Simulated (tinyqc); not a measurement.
Landau levels of a non-parabolic (Kane) conduction band at kz = 0: one step. The lowest levels. Two cases, with inputs chosen for the exercise.

Question. List the eight lowest, in meV, with the gap to the next.

Three-level Kane model: E = (N + 1/2) 2 muB B/m(E) + s g(E) muB B, s = +/-1/2, with 1/m(E) = 1 + (Ep/3)(2/(E + Eg) + 1/(E + Eg + Dso)) and g(E) = 2 - (2 Ep/3)(1/(E + Eg) - 1/(E + Eg + Dso)); E from the band edge, solved self-consistently; remote bands are left out, and so is the confinement energy of a real sheet, which raises m and lowers |g|.

In a field B along z: l = 1/sqrt((e/hbar) B) is the magnetic length, n_B = B/(h/e) the number of states per area in one level, hbar wc = 2 muB B/m for mass m in m0; 1/angstrom^2 = 1e16/cm^2.

Constants: e/hbar = 1.519267448e-05 1/(T angstrom^2); h/e = 413566.7697 T angstrom^2; muB = 5.788381798e-05 eV/T.

Give: a table of label, E (meV), gap above (meV).

Case 1.

Values chosen (near those of GaSb; shifted at random, so the results belong to these values and not to a real crystal): Eg = 0.777 eV (gap); Dso = 0.765 eV (spin-orbit splitting); Ep = 26.6 eV (Kane energy); B = 11 T (magnetic field).

Answer.

Levels:
```
label  E (meV)  gap above (meV)
0+      15.645            5.573
0-      21.218           29.605
1+      50.824            4.970
1-      55.794           27.897
2+      83.691            4.487
2-      88.179           26.487
3+     114.666            4.090
3-     118.756           25.297
```

The largest of these gaps, 29.61 meV, first occurs above level 0- and is kB T at 344 K.

Case 2.

Values chosen (near those of GaSb; shifted at random, so the results belong to these values and not to a real crystal): Eg = 0.806 eV (gap); Dso = 0.756 eV (spin-orbit splitting); Ep = 27.5 eV (Kane energy); B = 4.9 T (magnetic field).

Answer.

Levels:
```
label  E (meV)  gap above (meV)
0+       7.079            2.485
0-       9.564           13.805
1+      23.369            2.356
1-      25.724           13.408
2+      39.132            2.239
2-      41.371           13.048
3+      54.419            2.134
3-      56.554           12.719
```

The largest of these gaps, 13.80 meV, first occurs above level 0- and is kB T at 160 K.

Computed by tinyqc, one run a case: `OMP_NUM_THREADS=1 python tinyqc.py N N+1 out.jsonl` with N = 1252243, 1252476; one thread of a shared Intel(R) Xeon(R) Processor @ 2.30GHz, about 0.03 s a run at most.
